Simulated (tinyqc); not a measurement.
Width of the well: strained quantum well: band edges, subbands and transparency.

Growth on (001), barriers unstrained: tr(e) = e (2 - nu2), Z = b e (1 + nu2); Ec = Ev + Eg + ac tr(e), E_HH = Ev + av tr(e) + Z, E_LH = Ev + av tr(e) - Z (coupling to the split-off band left out).

Masses along z: me, 1/(g1 - 2 g2) for HH, 1/(g1 + 2 g2) for LH, likewise in the barrier; in the plane me, 1/(g1 + g2) for HH and 1/(g1 - g2) for LH (no mixing, which understates the hole masses away from k = 0). Level n solves k L + 2 atan[(k/m)/(kappa/mb)] = n pi, k = sqrt(m E/c), kappa = sqrt(mb (V - E)/c), c = hbar^2/2m0.

Transparency (Bernard-Duraffourg): Fc - Fv equals the lowest transition energy with n = p, n = sum m/(2 pi c) kB T ln(1 + exp((Fc - E)/kB T)) and p likewise over the listed subbands; c = hbar^2/2m0, 1/angstrom^2 = 1e16/cm^2.

Constants: hbar^2/2m0 = 3.80998211 eV angstrom^2; kB = 8.617333262e-05 eV/K; hc = 1239.841984 eV nm.

Values chosen for the exercise (near those of a GaAsP/AlGaAs well; the results hold for these values, not for the real material):
```
symbol  value                      unit      meaning
e       0.0039                               strain in the plane
nu2     0.922                                2 C12/C11
Eg      1.559                      eV        unstrained gap of the well
Ev      -0.852                     eV        its valence edge
ac      -7.28                      eV
av      1.22                       eV        Ev moves by av tr(e)
b       -1.96                      eV        shear potential
Egb     1.92                       eV        gap of the barrier
Evb     -1                         eV        its valence edge
me      0.0739                     m0        electron mass
g1      6.66                                 gamma1
g2      1.89                                 gamma2
meb     0.1                        m0
g1b     5.7
g2b     1.6
T       350                        K         temperature
Ls      (30, 40, 55, 70, 90, 120)  angstrom  widths
```

All levels anew.

Results:
```
L (angstrom),wavelength (nm),top hole,hh1 - lh1 (meV),n_tr (1e12/cm^2),share in top,n_tr/L (1e18/cm^3)
30,729,hh1,17,1.126,0.46,3.75
40,747,hh1,9,1.185,0.41,2.96
70,779,lh1,-7,1.300,0.60,1.86
90,791,lh1,-13,1.356,0.59,1.51
120,802,lh1,-18,1.512,0.54,1.26
```

Give the missing row, L (angstrom) = 55.

Computed row:
```
L (angstrom)  wavelength (nm)  top hole  hh1 - lh1 (meV)  n_tr (1e12/cm^2)  share in top  n_tr/L (1e18/cm^3)
55                        765       lh1                0             1.295          0.59                2.35
```

The wavelength tunes by 73 nm. The sheet density at transparency changes from 1.13 to 1.51, the top hole subband holding 0.46 and 0.54 of the holes at the ends, while the volume density falls by a factor 3.0. Critical thickness and carrier escape are left out.

Run: tinyqc, `OMP_NUM_THREADS=1 python tinyqc.py 1250182 1250183 out.jsonl`; Intel(R) Xeon(R) Processor @ 2.30GHz, one thread, shared host; about 0.01 s of CPU time with all checks.
